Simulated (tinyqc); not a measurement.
# Ballistic Schottky-barrier transistor with a one-dimensional channel, WKB contacts: effects of single changes

Source Fermi level 0, drain Fermi level -Vd. Far from the contacts Ec = pn - psi, and the gate moves psi one to one; the band edges relax as exp(-x/lam) from pn at the source and pn - Vd at the drain; Ev = Ec - Eg. A carrier of energy w inside the channel band meets at a contact a barrier of height D (the contact edge beyond the channel edge): T = 1 for w >= D, else exp(-S), S = 4 lam sqrt(m/C) [sqrt(D - w) - sqrt(w) arctan sqrt((D - w)/w)], C = hbar^2/(2 m0). The two contacts combine as Ts Td/(Ts + Td - Ts Td).

Inputs (values chosen for the exercise); channel values close to those of a carbon nanotube: temperature T = 300 K; band gap Eg = 0.697 eV; barrier for electrons at both contacts pn = 0.32 eV; electron mass mn = 0.061 m0; hole mass mp = 0.062 m0; valleys or subbands g = 2; screening length at the contacts lam = 2.4 nm; drain bias Vd = 0.05 V.

Constants: q = 1.602176634e-19 C, kB = 1.380649e-23 J/K, hbar = 1.054571817e-34 J s, h = 6.62607015e-34 J s, m0 = 9.1093837015e-31 kg, Vt = kB T/q, hbar^2/(2 m0) = 0.0380998212 eV nm^2. Results are converted to the units shown.

Each table varies one quantity; the others keep the values above.

## Ambipolar transfer curve

I = g (2 q^2/h) int T(w) [f(Es + w) - f(Ed + w)] dw, f(y) = 1/(1 + exp(y/Vt)). Electrons: Ds = psi, Dd = psi - Vd, Es = Ec, Ed = Ec + Vd. Holes: Ds = -psi, Dd = Vd - psi, Es = -Ev, Ed = -Ev - Vd. The size of each current is taken; both flow from drain to source and add. The integrals are converged. Swing = d(psi)/d(log10 I).

Ambipolar transfer curve:
```
ps (V),electrons (uA),holes (uA),I (uA),swing (mV/decade)
-0.3,1.316e-10,0.01303,0.01303,-86.85
-0.23,1.974e-9,0.001917,0.001917,-83.92
-0.16,2.960e-8,2.942e-4,2.942e-4,-88.73
-0.09,4.438e-7,5.125e-5,5.169e-5,-98.23
-0.02,6.655e-6,9.901e-6,1.656e-5,1709
0.05,5.542e-5,1.591e-6,5.701e-5,98.95
0.12,2.915e-4,1.061e-7,2.916e-4,97.70
0.19,0.001616,7.074e-9,0.001616,90.56
0.26,0.01008,4.718e-10,0.01008,86.88
0.33,0.05825,3.146e-11,0.05825,104.0
0.4,0.1980,2.098e-12,0.1980,175.3
0.47,0.4053,1.399e-13,0.4053,289.1
```

Read the table: what changes, and by how much?

I goes from 0.0130 through a minimum of 1.66e-5 (at ps = -0.02 V among the rows listed) to 0.405 uA; the exact minimum lies at psi = -0.0215 V. Holes carry the left branch and electrons the right. The ratio of the last row to the smallest is 24500 and of the first row 787, with barriers of 0.32 eV for electrons and 0.377 eV for holes. The steepest swing among the rows is 83.9 mV/decade, against the thermionic limit 59.5.

## Barrier height from the temperature dependence

Same model as above.

The apparent barrier is -d ln(I_e/T^1)/d(q/kB T), taken between T - 10 K and T + 10 K for the electron current.

Barrier height from the temperature dependence:
```
ps (V),electrons (uA),Ec (eV),apparent barrier (eV)
-0.25,9.11e-10,0.570,0.562
-0.18,1.37e-8,0.500,0.492
-0.11,2.05e-7,0.430,0.422
-0.04,3.07e-6,0.360,0.352
0,1.44e-5,0.320,0.312
0.1,1.82e-4,0.220,0.236
0.17,9.77e-4,0.150,0.177
0.24,0.00593,0.080,0.111
0.31,0.0366,0.010,0.043
0.38,0.149,-0.060,0.000
0.45,0.342,-0.130,-0.014
```

What does the comparison show?

For psi < 0 the channel edge is the highest point, and the apparent barrier follows Ec one to one (0.562 eV against 0.570). At flat band it is 0.312 eV (psi = 0 V), near pn = 0.32 eV. Beyond, the top stays at pn but tunnelling lowers the apparent value to -0.0136 eV in the last row, so only the point where the line bends gives the true barrier.

Range of the model: No scattering, image-force lowering, channel charge or band-to-band tunnelling; parabolic kappa overstates S deep in the gap.

Program tinyqc, `OMP_NUM_THREADS=1 python tinyqc.py 2390069 2390070 out.jsonl`; Intel Xeon 2.30GHz, shared host, one thread, about 0.03 s.
